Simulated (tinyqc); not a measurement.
Worked calculation: plane-wave Kohn-Sham cycle with exchange-only LDA in a layered model solid. One step of it, computed by the program tinyqc.

Task: Iteration 2: potential. V_H(G) = 4 pi rho(G)/G^2 for G != 0 (uniform background); v_x = -(3 rho/pi)^(1/3); V = V_ext + V_H + v_x; Fourier components f(G_m) = (1/N) sum_j f(x_j) exp(-i G_m x_j).

A solid whose potential varies along x alone (atomic units):
```
parameter                      value
period a                    8.600000
cross-section of the cell  36.000000
electrons per cell                 2
grid points                       16
plane waves -n..n, n               2
k points                           2
V1 in V1 cos(2 pi x/a)     -0.600000
V2 in V2 cos(4 pi x/a)     -0.020000
```

density after iteration 1 (e/bohr^3): 0.00960489  0.00880367  0.00706623  0.00565331  0.00518800  0.00539415  0.00574954  0.00598866  0.00606716  0.00598866  0.00574954  0.00539415  0.00518800  0.00565331  0.00706623  0.00880367

Give: Potentials on the grid; V(G_m), m = 0, 1, 2, ....

Result:

Potentials on the grid (hartree):
```
x         V_ext      V_H      v_x        V
0.0000  -0.6200   0.0407  -0.2093  -0.7886
0.5375  -0.5685   0.0353  -0.2033  -0.7365
1.0750  -0.4243   0.0216  -0.1890  -0.5916
1.6125  -0.2155   0.0056  -0.1754  -0.3853
2.1500   0.0200  -0.0077  -0.1705  -0.1582
2.6875   0.2438  -0.0167  -0.1727   0.0544
3.2250   0.4243  -0.0218  -0.1764   0.2261
3.7625   0.5402  -0.0243  -0.1788   0.3371
4.3000   0.5800  -0.0250  -0.1796   0.3754
4.8375   0.5402  -0.0243  -0.1788   0.3371
5.3750   0.4243  -0.0218  -0.1764   0.2261
5.9125   0.2438  -0.0167  -0.1727   0.0544
6.4500   0.0200  -0.0077  -0.1705  -0.1582
6.9875  -0.2155   0.0056  -0.1754  -0.3853
7.5250  -0.4243   0.0216  -0.1890  -0.5916
8.0625  -0.5685   0.0353  -0.2033  -0.7365
```

V(G_m), m = 0, 1, 2, ... (hartree): -0.1826  -0.2900  -0.0121  -0.0011  0.0001
